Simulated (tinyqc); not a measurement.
# Ground and coupling capacitance from two measurements

Problem. A line has Cg to the planes and Cc to each of two neighbours. Find Cg, Cc, the load when both neighbours switch in antiphase, and the pulse on the line when it floats and both neighbours swing by Vx.

Parameters, values chosen for the exercise:
- Vx = 1 V (swing)

capacitance with neighbours driven alike and with neighbours grounded (aF/um): 40  184

Solution. Driven alike, Cc carries no charge, which leaves Cg; grounded neighbours give Cg + 2 Cc, antiphase Cg + 4 Cc; a floating line divides the swing as 2 Cc/(Cg + 2 Cc).

Cg = 40.0 aF/um
Cc = 72.0 aF/um
load in antiphase = 328 aF/um
pulse = 0.783 V

Numbers from tinyqc (`OMP_NUM_THREADS=1 python tinyqc.py 2790207 2790208 out.jsonl`; about 0.9 s on one thread of a shared Intel Xeon 2.30GHz).
